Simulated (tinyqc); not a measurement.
Which roughness does what: X-ray reflectivity of a thin film on silicon: critical angles, Parratt recursion, fringes and roughness. Computed by tinyqc, a small Python program. Command: `OMP_NUM_THREADS=1 python tinyqc.py 3120580 3120581 out.jsonl xrr walk`. One thread of a shared host (Intel(R) Xeon(R) Processor @ 2.30GHz), about 0.01 s of CPU time with the checks.

n = 1 - delta + i beta; the classical electron radius is r_e = 2.8179403e-6 nm. Layer 0 is vacuum, 1 the film, 2 the substrate.

Inputs (values chosen for the exercise, modelled on tungsten on silicon, copper K-alpha radiation):
```
quantity                                        value     unit
wavelength lambda                             0.15406       nm
film density rho                                 20.5   g/cm^3
effective electrons per unit mass, film         0.407    mol/g
beta/delta, film                                0.086        -
film thickness d                                 67.6       nm
roughness of the surface sigma_1                 0.99       nm
roughness of the interface sigma_2               0.76       nm
substrate density                                2.33   g/cm^3
effective electrons per unit mass, substrate    0.507    mol/g
beta/delta, substrate                           0.023        -
grazing angle theta                              1.67  degrees
```

Constants: N_A = 6.02214076e+23 1/mol.

Method:
- delta = r_e lambda^2 rho_e/(2 pi), rho_e = density x electrons per mass x N_A; critical angle sqrt(2 delta), q_c = 4 sqrt(pi r_e rho_e).
- k_j = (2 pi/lambda) sqrt(sin^2 theta - 2 delta_j + 2 i beta_j); r_ij = (k_i - k_j)/(k_i + k_j) x exp(-2 k_i k_j sigma^2) (Nevot-Croce); r = (r_01 + r_12 p)/(1 + r_01 r_12 p), p = exp(2 i k_1 d); R = |r|^2.
- Far above the critical angle the period is d theta = lambda/(2 d), or 2 pi/d in q; the envelope runs between (|r_01| - |r_12 p|)^2 and (|r_01| + |r_12 p|)^2; contrast = 2 a b/(a^2 + b^2) with a = |r_01|, b = |r_12 p|; roughness factors on the amplitudes are about exp(-q^2 sigma^2/2).
- R is averaged over one period above each angle (64 points); contrast = (max - min)/(max + min) of R theta^4 over that period. Cases: smooth; only sigma_1; only sigma_2; both.

period in theta = 0.0652884 degrees

Constants:
```
layer      rho_e (1/nm^3)        delta         beta  critical angle (degrees)  q_c (1/nm)
film              5024.57  5.34849e-05  4.59970e-06                  0.592588    0.843627
substrate          711.40  7.57263e-06  1.74170e-07                  0.222977    0.317437
```

Mean R and contrast:
```
theta (degrees)    R smooth  contrast  R, sigma_1  contrast, sigma_1  R, sigma_2  contrast, sigma_2     R, both  contrast, both
0.8              3.2209e-02   0.16116  1.2706e-02            0.28529  3.1924e-02         1.2981e-01  1.2498e-02         0.23639
1.2              4.3622e-03   0.44464  4.8152e-04            0.99843  4.3061e-03         2.1421e-01  3.3550e-04         0.74407
1.8              8.5074e-04   0.66191  1.0830e-04            0.25318  7.6869e-04         1.1866e-01  3.9907e-06         0.94472
2.5              2.4632e-04   0.77922  4.5716e-05            0.01502  2.0029e-04         2.5735e-02  3.3890e-08         0.39335
3.5              6.7226e-05   0.85707  1.6547e-05            0.00726  5.1466e-05         6.6376e-04  9.8024e-12         0.25144
```

What follows from these numbers?

At 2.5 degrees sigma_1 alone multiplies the mean R by 0.19 and sigma_2 alone by 0.81; the contrast goes from 0.78 (smooth) to 0.02 and 0.03.
